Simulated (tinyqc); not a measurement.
Inside a calculation. Method: plane-wave Kohn-Sham cycle with exchange-only LDA in a layered model solid. One step of it, computed by the program tinyqc.

Question. Iteration 2: levels at that k. Diagonalise the Hermitian matrix.

H (hartree):
```
           -2         -1         +0         +1         +2
-2   1.372133  -0.185651   0.004578   0.000052   0.000118
-1  -0.185651   0.162892  -0.185651   0.004578   0.000052
+0   0.004578  -0.185651  -0.166901  -0.185651   0.004578
+1   0.000052   0.004578  -0.185651   0.382754  -0.185651
+2   0.000118   0.000052   0.004578  -0.185651   1.811857
```

Give: eigenvalues.

Answer.

eigenvalues (hartree): -0.2959  0.1914  0.4306  1.4007  1.8360
